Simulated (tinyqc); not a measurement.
Stretching all distances: RHF, UHF, MP2, CISD and CCSD against full CI in the sto-3g basis, for BeH2, spin multiplicity 1. Computed by the program tinyqc with PySCF. 

Geometry (angstrom):

| atom | x | y | z |
|---|---|---|---|
| Be | 0.0000 | 0.0000 | 0.0000 |
| H | 0.0000 | 1.2490 | 0.0000 |
| H | 0.0000 | -1.2490 | 0.0000 |

All coordinates are multiplied by the scale. c0^2 is the weight of the RHF determinant in the lowest singlet FCI state (UHF is spin-contaminated and may lie near states of higher spin) and n(LUMO) the first natural occupation beyond the occupied space.

Full CI energy (hartree) and errors against it (kcal/mol):

| scale | distance 1-2 (angstrom) | E(FCI) | RHF | UHF | MP2 | CISD | CCSD | <S^2> UHF | c0^2 | n(LUMO) |
|---|---|---|---|---|---|---|---|---|---|---|
| 0.9100 | 1.1366 | -15.565395 | 17.8667 | 17.8667 | 5.5338 | 0.3187 | 0.1860 | 0.0000 | 0.9798 | 0.0183 |
| 1.1000 | 1.3739 | -15.593046 | 23.2232 | 23.2232 | 7.9621 | 0.5364 | 0.2729 | 0.0000 | 0.9696 | 0.0319 |
| 1.2800 | 1.5987 | -15.554929 | 31.6545 | 31.6545 | 12.0279 | 1.0696 | 0.4867 | 0.0000 | 0.9493 | 0.0583 |
| 1.4700 | 1.8360 | -15.491412 | 44.9850 | 44.9850 | 18.8486 | 2.4050 | 1.0270 | 0.0000 | 0.9090 | 0.1124 |
| 1.6500 | 2.0608 | -15.430259 | 62.9965 | 49.5330 | 28.5662 | 5.1602 | 2.1886 | 0.7776 | 0.8403 | 0.2099 |
| 1.8400 | 2.2982 | -15.378535 | 89.2695 | 38.9702 | 43.4489 | 10.5377 | 4.2872 | 1.1609 | 0.7108 | 0.4025 |
| 2.0200 | 2.5230 | -15.349877 | 122.1231 | 30.7603 | 62.4478 | 16.3088 | 4.7594 | 1.2745 | 0.5227 | 0.6711 |

UHF parts from RHF first at scale 1.65 of those listed, where <S^2> leaves zero. The weight c0^2 goes from 0.98 to 0.52 and n(LUMO) from 0.02 to 0.67: static correlation grows as the bonds break into open-shell fragments. The spread of the error along the curve, which distorts its shape, is CCSD 4.6, CISD 16.0, UHF 31.7, MP2 56.9, RHF 104.3 kcal/mol. The table stops here: at scale 2.21 and beyond, the reference weight falls under 0.45 or RHF, UHF or CCSD hop between solutions, so those rows were left out and the spreads given cover only the rows shown. As computed, partly on other solutions, the errors there reach in size RHF 161, UHF 29, MP2 82, CISD 18, CCSD 3 kcal/mol.
